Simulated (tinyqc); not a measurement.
Band gaps under pressure and temperature from deformation potentials, step by step. Values are carried at full precision from step to step, so a last printed digit may differ when a step is redone from the rounded ones.

Murnaghan: V/V0 = (1 + Bp P/B0)^(-1/Bp), B0 = (C11 + 2 C12)/3. Each gap moves by a ln(V/V0) with its volume potential a, and falls with temperature by aV T^2/(T + bV) (Varshni); the two effects are added. No change of phase is considered.

Inputs chosen for the exercise (near those of InP, the X and L potentials typical of such crystals; not measured data): C11 = 102.6 GPa; C12 = 56.4 GPa; Bp = 4.18 (pressure derivative of the bulk modulus); P = 1.2 GPa (pressure); Eg = 1.41 eV (gap at Gamma to the s-like level at 0 K, 0 GPa); EgX = 2.389 eV (gap to X at 0 K, 0 GPa); EgL = 2 eV (gap to L at 0 K, 0 GPa); aG = -6.55 eV (volume potential of the Gamma gap); aX = 1.45 eV (volume potential of the X gap); aL = -2.53 eV (volume potential of the L gap); aV = (0.378, 0.459, 0.362) meV/K (Varshni alpha of Gamma, X, L); bV = (168, 207, 171) K (Varshni beta of Gamma, X, L); T = 0 K (temperature); aT = 4.6 1e-6/K (linear thermal expansion near 300 K).

## Volume under pressure

Give B0, V/V0, ln(V/V0), the change of the lattice constant and the linear estimate -P/B0.

B0 = 71.80 GPa
V/V0 = 0.98397
ln(V/V0) = -0.01616
change of a = -0.537 %
-P/B0 = -0.01671

The stiffening under pressure makes the compression 3.3 % smaller than the linear estimate.

## Gaps at P and T

Give both shifts and the gaps.

pressure shifts (eV): Gamma 0.1058, X -0.0234, L 0.0409

temperature shifts (eV): Gamma 0.0000, X 0.0000, L 0.0000

gaps (eV): Gamma 1.5158, X 2.3656, L 2.0409

The lowest valley is Gamma (direct gap), 525 meV below L; at 0 K and 0 GPa it is Gamma.

## Pressure coefficients

Expand in P: E = E0 + c1 P + c2 P^2 with c1 = -a/B0 and c2 = a Bp/(2 B0^2).

c1 (meV/GPa): Gamma 91.23, X -20.19, L 35.24

c2 (meV/GPa^2): Gamma -2.655, X 0.588, L -1.026

Gamma and L rise under pressure and X falls, as the signs of the volume potentials say.

## Pressures at which the valleys cross

Two gaps meet at ln(V/V0) = -(E_i - E_j)/(a_i - a_j), with the gaps at T and P = 0; then P = (B0/Bp)(exp(-Bp ln(V/V0)) - 1). A dash marks expansion or a compression beyond ln(V/V0) = -0.3.

Crossings:
```
pair     E_i - E_j (eV)  ln(V/V0)  P (GPa)
Gamma-X         -0.9790   -0.1224    11.47
Gamma-L         -0.5900   -0.1468    14.55
L-X             -0.3890   -0.0977     8.67
```

The lowest valley changes at 11.47 GPa (Gamma to X). The real crystal changes phase near 10 GPa, so a crossing above that is not reached.

## How much of dE/dT is thermal expansion

At 300 K: dE/dT = -aV T (T + 2 bV)/(T + bV)^2; expansion alone gives 3 aT a; the rest is electron-phonon coupling.

dE/dT (meV/K): Gamma -0.3293, X -0.3825, L -0.3143

from expansion (meV/K): Gamma -0.0904, X 0.0200, L -0.0349

remainder (meV/K): Gamma -0.2389, X -0.4025, L -0.2794

Expansion supplies 27 % of the slope at Gamma and 11 % at L; at X it works against the fall.

## Checks

- Slope of the Gamma gap at P = 0 by finite differences against c1 (meV/GPa): both 91.226.

Computed by tinyqc, a small Python program: `OMP_NUM_THREADS=1 python tinyqc.py 1081563 1081564 out.jsonl` (the numbers bound the seed that draws the inputs); one thread of a shared host (Intel(R) Xeon(R) Processor @ 2.30GHz), about 0.01 s for the whole set of steps.
